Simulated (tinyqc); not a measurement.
Inside a calculation. Method: plane-wave Kohn-Sham cycle with exchange-only LDA in a layered model solid. One step of it, computed by the program tinyqc.

Task: Iteration 1: potential. V_H(G) = 4 pi rho(G)/G^2 for G != 0 (uniform background); v_x = -(3 rho/pi)^(1/3); V = V_ext + V_H + v_x; Fourier components f(G_m) = (1/N) sum_j f(x_j) exp(-i G_m x_j).

A solid whose potential varies along x alone (atomic units):
```
parameter                      value
period a                    7.000000
cross-section of the cell  28.000000
electrons per cell                 4
grid points                       16
plane waves -n..n, n               2
k points                           2
V1 in V1 cos(2 pi x/a)     -0.520000
V2 in V2 cos(4 pi x/a)     -0.210000
```

density at the start, on the grid x_j = j a/N (e/bohr^3): [0.02040816, 0.02040816, 0.02040816, 0.02040816, 0.02040816, 0.02040816, 0.02040816, 0.02040816, 0.02040816, 0.02040816, 0.02040816, 0.02040816, 0.02040816, 0.02040816, 0.02040816, 0.02040816]

Give: Potentials on the grid; V(G_m), m = 0, 1, 2, ....

Result:

Potentials on the grid (hartree):
```
x         V_ext     V_H      v_x        V
0.0000  -0.7300  0.0000  -0.2691  -0.9991
0.4375  -0.6289  0.0000  -0.2691  -0.8980
0.8750  -0.3677  0.0000  -0.2691  -0.6368
1.3125  -0.0505  0.0000  -0.2691  -0.3196
1.7500   0.2100  0.0000  -0.2691  -0.0591
2.1875   0.3475  0.0000  -0.2691   0.0784
2.6250   0.3677  0.0000  -0.2691   0.0986
3.0625   0.3319  0.0000  -0.2691   0.0628
3.5000   0.3100  0.0000  -0.2691   0.0409
3.9375   0.3319  0.0000  -0.2691   0.0628
4.3750   0.3677  0.0000  -0.2691   0.0986
4.8125   0.3475  0.0000  -0.2691   0.0784
5.2500   0.2100  0.0000  -0.2691  -0.0591
5.6875  -0.0505  0.0000  -0.2691  -0.3196
6.1250  -0.3677  0.0000  -0.2691  -0.6368
6.5625  -0.6289  0.0000  -0.2691  -0.8980
```

V(G_m), m = 0, 1, 2, ... (hartree): [-0.2691, -0.2600, -0.1050, 0.0000, 0.0000]
